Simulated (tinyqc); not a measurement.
Worked calculation: plane-wave Kohn-Sham cycle with exchange-only LDA in a layered model solid. Computed by tinyqc, a small Python program that keeps every step. Settings: points = 16, plane-wave index or count = 3, electrons = 4, k points = 2, area = 27.0, mixing = 0.1, iteration cap = 69. Command: `OMP_NUM_THREADS=1 python tinyqc.py 24185 24186 out.jsonl` (the two numbers bound the seeds that draw the settings). One thread of a shared host (Intel(R) Xeon(R) Processor @ 2.60GHz), about 0.02 s of CPU time with the checks.

A solid whose potential varies along x alone (atomic units):
```
parameter                      value
period a                    7.200000
cross-section of the cell  27.000000
electrons per cell                 4
grid points                       16
plane waves -n..n, n               3
k points                           2
V1 in V1 cos(2 pi x/a)     -0.440000
V2 in V2 cos(4 pi x/a)      0.120000
```

Stop when sqrt(dV sum R^2) is below 1e-8, dV = a A/N.

Course of the cycle:
```
iteration  E (hartree)  norm of the residual
1          -0.65763659              1.41e-01
2          -0.63890188              1.24e-01
3          -0.62482197              1.08e-01
4          -0.61426669              9.48e-02
5          -0.60636946              8.30e-02
6          -0.60047029              7.27e-02
7          -0.59606922              6.37e-02
8          -0.59278911              5.59e-02
9          -0.59034640              4.90e-02
10         -0.58852845              4.30e-02
11         -0.58717616              3.78e-02
...                ...                   ...
59         -0.58327213              1.68e-04
60         -0.58327213              1.51e-04
61         -0.58327214              1.36e-04
62         -0.58327214              1.23e-04
63         -0.58327214              1.11e-04
64         -0.58327214              9.99e-05
65         -0.58327214              9.01e-05
66         -0.58327214              8.12e-05
67         -0.58327214              7.32e-05
68         -0.58327214              6.60e-05
69         -0.58327214              5.96e-05
```

Can the last value be used, and what does the course show?

Not by the stop rule, although the second column moves by less than 1e-07 over the last three steps. Not converged within 69 iterations: the residual falls steadily but slowly, by a factor of about 0.90 a step. Reruns (cap 100 unless said): mixing 0.5, Kerker q0 1.0: converged in 51 (E = -0.58327); mixing 0.3, Pulay depth 5: converged in 9 (E = -0.58327); the original settings with a cap of 400: converged in 154 (E = -0.58327).
